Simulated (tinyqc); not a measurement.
Threshold-voltage variability of a planar MOSFET, analytic estimates: one step of the calculation.

Three independent sources add in quadrature: random dopants in the depleted layer, metal-gate grains of two orientations, and roughness of the two gate edges acting through the roll-off VT = VT(long) - Vr exp(-L/l). These are first-order estimates: no three-dimensional electrostatics, no percolation.

Problem. Margin in standard deviations for the wanted yield. Cells fail independently with probability Q(k) = erfc(k/sqrt(2))/2 when the margin is k standard deviations, and Y = exp(-Nb Q(k)). phi = exp(-k^2/2)/sqrt(2 pi). Newton steps on ln Q(k) = ln(-ln(Y)/Nb): k(new) = k + [ln Q - ln(-ln(Y)/Nb)] Q/phi.

Inputs (values chosen for the exercise):

| symbol | value | unit | meaning |
|---|---|---|---|
| Nb | 33554432 |  | number of cells |
| Y | 0.992 |  | wanted yield |

k at the start = 3

Wanted: Q(k); phi; k after iteration 1.

Solution.

Q(k) = 0.001350
phi = 0.004432
k after iteration 1 = 7.735

Computed by the program tinyqc: `OMP_NUM_THREADS=1 python tinyqc.py 2090046 2090047 out.jsonl`, one thread of a shared Intel Xeon 2.30GHz, about 0.01 s for the whole run.
